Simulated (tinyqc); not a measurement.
Single-oscillator infrared dielectric function of a polar cubic crystal: one step, computed by the program tinyqc. Command: `OMP_NUM_THREADS=1 python tinyqc.py 3007433 3007434 out.jsonl infrared walk`. One thread of a shared host (Intel(R) Xeon(R) Processor @ 2.30GHz), about 0.01 s of CPU time with the checks.

One ion pair, charges +Z* and -Z*, in a cell of volume Omega = a^3/4. Frequencies omega are given as wavenumbers (1/cm); eps_s is the static dielectric constant.

Question. Surface and particle modes. Without damping, eps(omega) = -x eps_m gives omega^2 = omega_TO^2 (eps_s + x eps_m)/(eps_inf + x eps_m): x = 1 for a flat surface at large wave vector, x = 2 for the dipole mode of a small sphere. The reflectivity R for light from vacuum (not from the medium eps_m) vanishes where eps = 1, omega^2 = omega_TO^2 (eps_s - 1)/(eps_inf - 1).

Inputs (values chosen for the exercise, modelled on potassium chloride): omega_TO = 145 1/cm; eps_inf = 2.24; eps_m of the surrounding medium = 1.

Structure: rock salt. Free carriers: absent.

eps_s = 5.009620

Give: surface mode; sphere mode; zero of R.

Answer.

surface mode = 197.5 1/cm

sphere mode = 186.4 1/cm

zero of R = 260.7 1/cm
